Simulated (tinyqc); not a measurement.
Film and buried-oxide thickness from two coupling ratios.

Question. In a depleted film -dVT/dVb is k1 = Cs Cbox/(Cox (Cs + Cbox)) for a front channel and k2 = Cbox (Cox + Cs)/(Cox Cs) for a back channel, with Cox = eps0 eox/tox, Cs = eps0 eps_r/ts, Cbox = 3.9 eps0/tb. Find ts and tb.

Values chosen for this exercise; band and dielectric values close to those of silicon:
- eps_r = 11.6 (relative permittivity)
- eox = 3.9 (relative permittivity of the gate insulator (close to silicon dioxide))
- tox = 2 nm (insulator thickness)

coupling ratios for a front and a back channel: 0.026636662  0.055951819

Solution. With y = Cox/Cs and z = Cox/Cbox, 1/k1 = y + z and k2 = (1 + y)/z, so y = (k2/k1 - 1)/(1 + k2); the thicknesses follow from y and z.

ts = 6.200 nm
tb = 73.00 nm

Program tinyqc, `OMP_NUM_THREADS=1 python tinyqc.py 2190110 2190111 out.jsonl`; Intel Xeon 2.30GHz, shared host, one thread, about 0.5 s.
